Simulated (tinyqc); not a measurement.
Raising U: Hubbard ring of 6 sites, mean field against exact. Computed by the program tinyqc. Collinear unrestricted mean field (the lowest of 40 random starts) against exact diagonalisation.

one-body matrix (hopping and site energies) (eV):
```
         1        2        3        4        5        6
1   0.3400  -0.5100   0.0000   0.0000   0.0000  -0.5100
2  -0.5100   0.4100  -0.5100   0.0000   0.0000   0.0000
3   0.0000  -0.5100   0.2200  -0.5100   0.0000   0.0000
4   0.0000   0.0000  -0.5100  -0.4400  -0.5100   0.0000
5   0.0000   0.0000   0.0000  -0.5100   0.0800  -0.5100
6  -0.5100   0.0000   0.0000   0.0000  -0.5100  -0.0800
```

electrons, up and down: 3  3

Exact and mean-field results (eV):
```
U            U/t    E exact  E mean field  mean |n_up - n_down|  double occupancy, exact  first gap in the sector
0.2600    0.5098  -3.355668     -3.343937                0.0000                   0.2468                   0.8174
0.5100    1.0000  -2.998385     -2.952630                0.0000                   0.2296                   0.7967
1.5300    3.0000  -1.815531     -1.418304                0.4771                   0.1559                   0.5460
2.0400    4.0000  -1.395344     -0.958434                0.7362                   0.1194                   0.4143
3.0600    6.0000  -0.841955     -0.477691                0.8868                   0.0668                   0.2542
4.0800    8.0000  -0.524046     -0.229946                0.9368                   0.0402                   0.1801
6.1200   12.0000  -0.186853      0.021446                0.9721                   0.0188                   0.1162
10.2000  20.0000   0.094570      0.224305                0.9900                   0.0070                   0.0695
```

Estimate the missing row, U = 1.02.

Computed row:
```
U          U/t    E exact  E mean field  mean |n_up - n_down|  double occupancy, exact  first gap in the sector
1.0200  2.0000  -2.350513     -2.162072                0.0000                   0.1936                   0.6975
```

In absolute terms mean field is worst at U/t = 4.0, 0.437 eV too high: at small U it is nearly exact, and at large U it misses only exchange-scale energies. Its local moments set in at U/t = 3.0 of those listed, a broken symmetry that the exact state of a finite cluster with equal spins does not have. Relative to the exact energy its error is 0.3 % at the smallest U, 137 % at most and 137 % at the largest. The double occupancy falls from 0.247 to 0.007.
